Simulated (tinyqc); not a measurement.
Comparisons within one model: two-band k.p model of the Delta valleys near the X point under shear strain. A value that a table varies takes the place of the one given here.

Valley pair on the [001] axis, kz counted from the X point, c = hbar^2/2m0, k0 = kx0 2 pi/a. H = (c kz^2/ml + c (kx^2 + ky^2)/mt + c k0^2/ml) 1 + (2 c k0 kz/ml) sigma_z + (D exy - 2 c kx ky/Mp) sigma_x, so E = c kz^2/ml + c (kx^2 + ky^2)/mt + c k0^2/ml -/+ sqrt((2 c k0 kz/ml)^2 + (D exy - 2 c kx ky/Mp)^2). Without strain the lower band has its minima, E = 0, at kz = +/- k0. Shifts from diagonal strain are left out.

For |eta| < 1: k_min = k0 sqrt(1 - eta^2), E_min = -Delta eta^2/2, ml(eta) = ml/(1 - eta^2), 1/m[110] = 1/mt + eta/Mp, 1/m[1-10] = 1/mt - eta/Mp. For |eta| > 1 the minimum sits at X: E_min = -Delta (2 |eta| - 1)/2, ml(eta) = ml/(1 - 1/|eta|), and eta is replaced by its sign in the transverse masses. Here Delta = 2 c k0^2/ml and eta = D exy/Delta.

s11 = (C11 + C12)/((C11 - C12)(C11 + 2 C12)), s12 = -C12/((C11 - C12)(C11 + 2 C12)), s44 = 1/C44; exx = s11 sxx + s12 (syy + szz) and cyclic, exy = s44 sxy/2; tension is positive. A uniaxial stress X along the unit vector n is s_ij = X n_i n_j.

Constants: hbar^2/2m0 = 3.80998211 eV angstrom^2; kB = 8.617333262e-05 eV/K.

Inputs chosen for the exercise (near those of Si; not measured data): a = 5.423 angstrom (lattice constant); ml = 0.923 m0 (longitudinal mass); mt = 0.197 m0 (transverse mass); kx0 = 0.144 2 pi/a (distance of the minimum from X); D = 15 eV (shear deformation potential); Mp = 0.231 m0 (coupling mass); C11 = 163.7 GPa; C12 = 62.7 GPa; C44 = 78.7 GPa; Xu = 9.39 eV (uniaxial potential); T = 400 K (temperature); exy = -0.0013 (shear strain).

## Sweep of the shear strain

Delta = 2 c k0^2/ml, eta = D exy/Delta.

The minimum:
```
exy       eta  k_min/k0  E_min (meV)  ml(eta)  m[110]  m[1-10]  density-of-states mass
0.0000  0.000     1.000          0.0    0.923  0.1970   0.1970                   0.330
0.0015  0.098     0.995         -1.1    0.932  0.1818   0.2149                   0.331
0.0038  0.248     0.969         -7.1    0.984  0.1626   0.2499                   0.342
0.0077  0.503     0.865        -29.0    1.235  0.1379   0.3448                   0.389
0.0115  0.751     0.661        -64.7    2.114  0.1201   0.5475                   0.518
0.0138  0.901     0.434        -93.2    4.894  0.1114   0.8498                   0.774
0.0184  1.201     0.000       -161.1    5.514  0.1063   1.3384                   0.922
0.0245  1.599     0.000       -252.6    2.463  0.1063   1.3384                   0.705
```

What can be read from the table?

The valleys reach X at eta = 1, that is exy = 0.0153. The shift is quadratic up to eta = 1 (-7.1 meV at eta = 0.25, -29.0 meV at 0.50) and linear beyond, while 1/m[110] rises linearly, taking m[110] from 0.197 to its floor 0.1063, a gain of 85 % in 1/m. ml(eta) diverges at eta = 1; the largest value listed is 5.51. A deformation-potential model with fixed masses misses all of this.

## Tension along [110]: repopulation and mass change

The z valleys move against the x and y valleys by Xu (ezz - exx) and, through the shear, by E_min. Share of the z valleys n = w/(w + 2 exp(dE/kT)), dE the total relative shift, w = sqrt(ml(eta) m[110] m[1-10]/(ml mt^2)). Along [110]: 1/m_c = n/m[110] + (1 - n)(1/ml + 1/mt)/2. Fixed masses means E_min = 0, w = 1, m[110] = mt. Gains are against 3/(1/ml + 2/mt) at a fixed scattering time.

Results:
```
X (GPa)  Xu (ezz - exx) (meV)  E_min (meV)  m[110]  m_c fixed masses  m_c with shear  gain fixed (%)  gain with shear (%)
0.00                      0.0          0.0  0.1970            0.2670          0.2670             0.0                  0.0
0.25                    -11.6         -0.3  0.1887            0.2563          0.2500             4.2                  6.8
0.50                    -23.2         -1.2  0.1810            0.2458          0.2316             8.6                 15.3
1.00                    -46.5         -4.9  0.1674            0.2276          0.1961            17.3                 36.1
1.50                    -69.7        -11.1  0.1557            0.2147          0.1688            24.4                 58.2
2.00                    -93.0        -19.8  0.1455            0.2067          0.1506            29.2                 77.3
3.00                   -139.5        -44.5  0.1287            0.1997          0.1292            33.7                106.6
```

What does this show, and why?

At 1 GPa repopulation alone gives 17.3 % and the shear terms raise it to 36.1 %. From 2 to 3 GPa the fixed-mass gain grows by 4.5 points, towards its ceiling of 35.5 % when all electrons sit in the z valleys, whereas the gain with shear grows by 29.3 points because m[110] keeps falling.

## What each parameter does

Delta = 2 c k0^2/ml, eta = D exy/Delta. Each row changes one parameter from the base and keeps the others.

Results:
```
case                      eta  E_min (meV)  ml(eta) (m0)  m[110] (m0)  m[1-10] (m0)
base                  -0.0849        -0.83        0.9297       0.2124        0.1837
ml = 0.98761 m0       -0.0908        -0.89        0.9958       0.2135        0.1828
mt = 0.18321 m0       -0.0849        -0.83        0.9297       0.1964        0.1717
kx0 = 0.13392 2 pi/a  -0.0981        -0.96        0.9320       0.2150        0.1818
D = 16.05 eV          -0.0908        -0.95        0.9307       0.2135        0.1828
Mp = 0.21483 m0       -0.0849        -0.83        0.9297       0.2136        0.1828
exy = -0.00121        -0.0790        -0.72        0.9288       0.2112        0.1846
```

What can be read from the table?

The largest shifts from the base row, up to three for each result and ties (the steps differ in size, so this ranks the rows, not the parameters). eta: kx0 -0.0133, D -0.0059, ml -0.0059, exy +0.0059; unchanged at the printed digits by mt and Mp. E_min (meV): kx0 -0.13, D -0.12, exy +0.11; unchanged at the printed digits by mt and Mp. ml(eta) (m0): ml +0.0661, kx0 +0.0023, D +0.0010; unchanged at the printed digits by mt and Mp. m[110] (m0): mt -0.0159, kx0 +0.0026, Mp +0.0013. m[1-10] (m0): mt -0.0120, kx0 -0.0019, Mp -0.0009, ml -0.0009, D -0.0009, exy +0.0009.

Run: tinyqc, `OMP_NUM_THREADS=1 python tinyqc.py 1080516 1080517 out.jsonl`; Intel(R) Xeon(R) Processor @ 2.30GHz, one thread, shared host; about 0.01 s of CPU time with all checks.
